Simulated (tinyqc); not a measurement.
Inside a calculation: deep level with several charge states, and Shockley-Read-Hall recombination. Values are carried at full precision from step to step, so a last printed digit may differ when a step is redone from the rounded ones.

Energies from Ev. The defect has charge states +1, 0, -1 with weights 1, gm exp((EF - E1)/kT), exp((2 EF - E1 - E2)/kT); the shares are the weights over their sum. Boltzmann carriers: n = Nc exp((EF - Eg)/kT), p = Nv exp(-EF/kT). Neutrality: p - n + Nd + Nt <q> = 0.

Constants: kB = 8.617333262e-05 eV/K.

Values chosen for the exercise (gap and densities of states near those of Si at this temperature; shifted at random, so the results belong to these values and not to a real crystal): Eg = 1.116 eV (gap); Nc = 2.7e+19 1/cm^3 (conduction-band density of states); Nv = 1.11e+19 1/cm^3 (valence-band density of states); T = 300 K; E1 = 0.521 eV (level (+1/0) above Ev); E2 = 0.927 eV (level (0/-1) above Ev); gm = 1 (degeneracy of the middle state, the others 1); Nt = 3.2e+15 1/cm^3 (defects); Nd = 4.5e+15 1/cm^3 (ionised shallow donors minus acceptors); E_try = 0.94 eV (trial Fermi level); Et = 0.521 eV (recombination level above Ev); sn = 7.8e-15 cm^2 (electron capture cross-section); sp_ = 1.1e-14 cm^2 (hole capture cross-section); vth = 24000000 cm/s (thermal velocity, both carriers); Nm = 8.9e+16 1/cm^3 (equilibrium electrons for the lifetime steps); dn = 2.6e+14 1/cm^3 (excess pairs).

## Charge states at a trial Fermi level

Form the exponents, the shares, the mean charge and the residual of neutrality at EF = E_try.

exponents of the second and third weights: 16.208  16.711

shares: +1 0.0000, 0 0.3769, -1 0.6231

<q> = -0.6231

n, p (1/cm^3): 2.98e+16  1.79e+03

residual = -2.73e+16 1/cm^3

The residual is negative, so EF must fall.

## The neutral state

Solve for EF.

EF = 0.8876 eV

shares at EF: +1 0.000, 0 0.821, -1 0.179

n = 3.93e+15 1/cm^3
p = 1.36e+04 1/cm^3

Without the defects the majority density would be 4.50e+15 1/cm^3; with them the density of these carriers is 3.93e+15, so they compensate part of the doping. Most defects are in the state 0.

## Recombination through one level

One level at Et with degeneracy 1: tn = 1/(sn vth Nt), tp = 1/(sp_ vth Nt), n1 = Nc exp((Et - Eg)/kT), p1 = Nv exp(-Et/kT), ni^2 = n1 p1. Equilibrium n0 = Nm, p0 = ni^2/Nm; n = n0 + dn, p = p0 + dn. U = (n p - ni^2)/(tp (n + n1) + tn (p + p1)), lifetime dn/U; emission rates en = sn vth n1, ep = sp_ vth p1.

Evaluate each quantity.

tn, tp (microsecond): 0.001669  0.001184

n1, p1 (1/cm^3): 2.73e+09  1.96e+10

U = 2.19e+23 1/(cm^3 s)
lifetime = 0.00119 microsecond

The lifetime is 1.004 times the minority capture time tp and 0.417 times tn + tp, the limit of high injection.

## Emission and generation in a depleted region

With n = p = 0 the level generates pairs at G = Nt en ep/(en + ep); generation lifetime tg = ni/G; current density e G W for a width W = 1 micrometre, e = 1.602176634e-19 C.

en, ep (1/s): 511  5.18e+03

G = 1.49e+18 1/(cm^3 s)
tg = 0.00492 microsecond
current density = 2.38e-05 A/cm^2

The slower step, electron emission, limits the rate: en/ep = 0.0985.

## Checks

- U against hole capture minus emission at the steady occupation of the level (1/(cm^3 s)): both 2.187e+23.

Run: tinyqc, `OMP_NUM_THREADS=1 python tinyqc.py 1652775 1652776 out.jsonl`; Intel(R) Xeon(R) Processor @ 2.30GHz, one thread, shared host; about 0.01 s of CPU time with all checks.
